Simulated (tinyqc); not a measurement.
Gated two-dimensional channel with two bands, quantum capacitance: one step of the calculation.

phi is the Fermi level above the lowest band edge, in volts; Vg is counted from the gate voltage at which an empty channel would have phi = 0. The channel has no thickness; trap charge is -q Dit phi.

Question. Charge and capacitances at the solution. D1 = gv md m0 q/(pi hbar^2), D2 = g2 m2 m0 q/(pi hbar^2) per eV; n1 = D1 Vt ln(1 + exp(phi/Vt)), n2 = D2 Vt ln(1 + exp((phi - E2)/Vt)), n = n1 + n2; Cq = q dn/dphi = q [D1/(1 + exp(-phi/Vt)) + D2/(1 + exp((E2 - phi)/Vt))]. 1/C_G = 1/Cox + 1/(Cq + q Dit); dphi/dVg = Cox/(Cox + Cq + q Dit).

Inputs (values chosen for the exercise); lowest band close to that of a thin germanium body:
```
symbol   value         unit                                        meaning
T          400            K                                    temperature
md      0.0858           m0                                  in-plane mass
gv           1                                           valley degeneracy
m2        0.19           m0  in-plane mass of a second band, chosen freely
g2           4               valley degeneracy of that band, chosen freely
E2        0.19           eV               second band edge above the first
Dit       5e11  cm^-2 eV^-1                               density of traps
```

Constants: q = 1.602176634e-19 C, kB = 1.380649e-23 J/K, hbar = 1.054571817e-34 J s, m0 = 9.1093837015e-31 kg, Vt = kB T/q. Results are converted to the units shown.

converged phi = 0.046390255 V
Cox = 0.37946519 uF/cm^2

Wanted: n; Cq; C_G; dphi/dVg.

Answer.

n = 2.117e12 cm^-2
Cq = 5.333 uF/cm^2
C_G = 0.3546 uF/cm^2
dphi/dVg = 0.06551

C_G is 93.4 % of Cox; 4.88 % of the gate voltage has gone into phi.

Computed by the program tinyqc: `OMP_NUM_THREADS=1 python tinyqc.py 2200118 2200119 out.jsonl`, one thread of a shared Intel Xeon 2.30GHz, about 0.01 s for the whole run.
